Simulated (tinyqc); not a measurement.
Bandgap voltage reference from two bipolar transistors: effect of the temperature coefficient of both resistors.

Two transistors of area 1 and N carry the same current I. Is(T) = Is (T/T0)^eta exp[(Vg0 q/kB)(1/T0 - 1/T)], VBE1 = Vt ln(I/Is(T)) + I rb, VBE2 = Vt ln(I/(N Is(T))) + I rb/N. The amplifier forces I R1(T) = VBE1 - VBE2 + Vos, with R(T) = R (1 + tc (T - T0)) for both resistors, and the output is Vref = VBE1 + I R2(T). Base currents and the Early effect are neglected.

Vt = kB T/q; I = (Vt ln N + Vos)/(R1(T) - rb (1 - 1/N)). Box coefficient: span of Vref between 233 and 398 K over its average over T and over 165 K. The last column is the R2 that gives zero slope at T0.

Inputs (values chosen for the exercise); values of the order met in silicon bipolar transistors:
- T0 = 323 K (reference temperature)
- Vg0 = 1.181 V (band-gap voltage extrapolated to 0 K)
- eta = 4 (temperature exponent of the saturation current)
- Is = 1.1e-17 A (saturation current of the unit transistor at T0)
- N = 10 (area ratio of the second transistor)
- R1 = 2.3 kohm (resistor across which the difference of VBE falls, at T0)
- Vos = 0.5 mV (offset of the amplifier)
- rb = 0 ohm (series resistance of the unit transistor)
- R2 = 17.86 kohm (output resistor at T0)

Constants: q = 1.602176634e-19 C, kB = 1.380649e-23 J/K. Results are converted to the units shown.

Effect of the temperature coefficient of both resistors:
```
tc (ppm/K)  I at T0 (uA)  Vref at T0 (V)  slope at T0 (uV/K)  box coefficient (ppm/K)  R2 for zero slope (kohm)
-2000              28.08           1.297               142.7                    115.9                     16.21
-1000              28.08           1.297               114.9                    94.86                     16.53
0                  28.08           1.297               87.08                    74.25                     16.85
1000               28.08           1.297               59.24                    53.85                     17.17
2000               28.08           1.297               31.41                    37.14                     17.50
3000               28.08           1.297               3.574                    23.94                     17.82
```

As tc goes from -2000 to 3000, Vref stays at 1.297 V and the box coefficient falls from 116 to 23.9 ppm/K.

Program tinyqc, `OMP_NUM_THREADS=1 python tinyqc.py 2062205 2062206 out.jsonl`; Intel Xeon 2.30GHz, shared host, one thread, about 0.02 s.
